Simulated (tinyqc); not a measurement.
Junction parameters from two forward currents.

Problem. D(v) = J1 (exp(v/Vt) - 1) + J2 (exp(v/(2 Vt)) - 1). Find J1, J2 and the voltage 2 Vt ln(J2/J1) near which both parts are equal.

Values chosen for this exercise:
- T = 358 K (temperature)

Constants: q = 1.602176634e-19 C, kB = 1.380649e-23 J/K, Vt = kB T/q. Results are converted to the units shown.

junction voltages (V): [0.26, 0.69]
currents (uA/um): [8.0860563e-8, 0.0011204021]

Solution. The current is linear in J1 and J2, so two points give two equations.

J1 = 2.000e-13 uA/um
J2 = 1.200e-9 uA/um
crossover = 0.5368 V

tinyqc, about 0.2 s, one thread, Intel Xeon 2.30GHz (shared host): `OMP_NUM_THREADS=1 python tinyqc.py 2182017 2182018 out.jsonl`
